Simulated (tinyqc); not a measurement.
Stability and critical current from long pulses.

Inverse problem. For long pulses a magnetic tunnel junction switches at I = Ic0 [1 - ln(tp/t0)/Delta]. Find Ic0 and Delta.

Values chosen for this exercise:
```
symbol,value,unit,meaning
t0,1,ns,attempt time
```

switching current for pulses of 0.0001 and 0.1 s (uA): [16.337461, 13.729344]

Solution. I is linear in ln tp: it equals Ic0 at tp = t0, and the slope is -Ic0/Delta.

Ic0 = 20.68 uA
Delta = 54.78

tinyqc, about 0.01 s, one thread, Intel Xeon 2.30GHz (shared host): `OMP_NUM_THREADS=1 python tinyqc.py 2450138 2450139 out.jsonl`
